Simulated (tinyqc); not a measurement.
From results back to parameters: band gaps under pressure and temperature from deformation potentials. Two cases, with inputs chosen for the exercise.

Problem. A gap moves by a ln(V/V0) with V/V0 = (1 + Bp P/B0)^(-1/Bp). B0 and the shifts at two pressures are given.

Find: ratio of the shifts; Bp; a.

Method. The ratio of the shifts, ln(1 + Bp P2/B0)/ln(1 + Bp P1/B0), falls steadily from P2/P1 as Bp grows and so fixes Bp; then a = -shift x Bp/ln(1 + Bp P/B0).

Case 1.

Values chosen (out of a larger set: near those of Ge, the X and L potentials typical of such crystals; not measured data): P12 = (2, 4) GPa (two pressures).

B0 = 74.4333 GPa

shifts at the two pressures (eV): 0.2429311  0.4596471

Solution.

ratio of the shifts = 1.8921
Bp = 4.78
a = -9.61 eV

Case 2.

Values chosen (out of a larger set: near those of GaSb, the X and L potentials typical of such crystals; not measured data): P12 = (2, 5) GPa (two pressures).

B0 = 56.3333 GPa

shifts at the two pressures (eV): 0.2771426  0.6313095

Solution.

ratio of the shifts = 2.2779
Bp = 4.24
a = -8.38 eV

Computed by tinyqc, one run a case: `OMP_NUM_THREADS=1 python tinyqc.py N N+1 out.jsonl` with N = 1080566, 1080597; one thread of a shared Intel(R) Xeon(R) Processor @ 2.30GHz, about 0.01 s a run at most.
